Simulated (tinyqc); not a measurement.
From results back to parameters: heavy doping: gap narrowing, degeneracy and the minority density. Five cases, with inputs chosen for the exercise.

Problem. Narrowing at two dopings was computed from hidden E0 and N0, with N0 below Na.

Empirical narrowing (Slotboom form, constants chosen for the exercise; published fits of this form give the apparent narrowing, here it is taken as the true one): dEg = E0 [ln(N/N0) + sqrt(ln(N/N0)^2 + C)].

Find: N0; E0.

Method. The ratio dEg(Nb)/dEg(Na) depends on N0 alone and rises steadily with it; solve for ln N0 by bisection, then E0 from either value.

Case 1.

Values chosen (out of a larger set: gap and densities of states near those of Si at this temperature; narrowing constants near the fits for Si; not measured data): C = 0.5 (smoothing constant); Na = 9e+17 1/cm^3; Nb = 2.7e+19 1/cm^3.

dEg(Na) = 31.7070 meV
dEg(Nb) = 77.0668 meV

Solution.

N0 = 9.0e+16 1/cm^3
E0 = 6.73 meV

Case 2.

Values chosen (out of a larger set: gap and densities of states near those of Si at this temperature; narrowing constants near the fits for Si; not measured data): C = 0.5 (smoothing constant); Na = 1.5e+18 1/cm^3; Nb = 4.5e+19 1/cm^3.

dEg(Na) = 36.4654 meV
dEg(Nb) = 88.6325 meV

Solution.

N0 = 1.5e+17 1/cm^3
E0 = 7.74 meV

Case 3.

Values chosen (out of a larger set: gap and densities of states near those of Si at this temperature; narrowing constants near the fits for Si; not measured data): C = 0.5 (smoothing constant); Na = 8.2e+17 1/cm^3; Nb = 2.5e+19 1/cm^3.

dEg(Na) = 35.3347 meV
dEg(Nb) = 86.1252 meV

Solution.

N0 = 8.2e+16 1/cm^3
E0 = 7.50 meV

Case 4.

Values chosen (out of a larger set: gap and densities of states near those of Ge at this temperature; narrowing constants of the size fitted for Si, not for this material; not measured data): C = 0.5 (smoothing constant); Na = 1.4e+18 1/cm^3; Nb = 4.2e+19 1/cm^3.

dEg(Na) = 40.7056 meV
dEg(Nb) = 98.9386 meV

Solution.

N0 = 1.4e+17 1/cm^3
E0 = 8.64 meV

Case 5.

Values chosen (out of a larger set: gap and densities of states near those of Si at this temperature; narrowing constants near the fits for Si; not measured data): C = 0.5 (smoothing constant); Na = 8.9e+17 1/cm^3; Nb = 2.7e+19 1/cm^3.

dEg(Na) = 36.7481 meV
dEg(Nb) = 89.4932 meV

Solution.

N0 = 8.9e+16 1/cm^3
E0 = 7.80 meV

Computed by tinyqc, one run a case: `OMP_NUM_THREADS=1 python tinyqc.py N N+1 out.jsonl` with N = 1680194, 1680232, 1680233, 1680282, 1680285; one thread of a shared Intel(R) Xeon(R) Processor @ 2.30GHz, about 0.01 s a run at most.
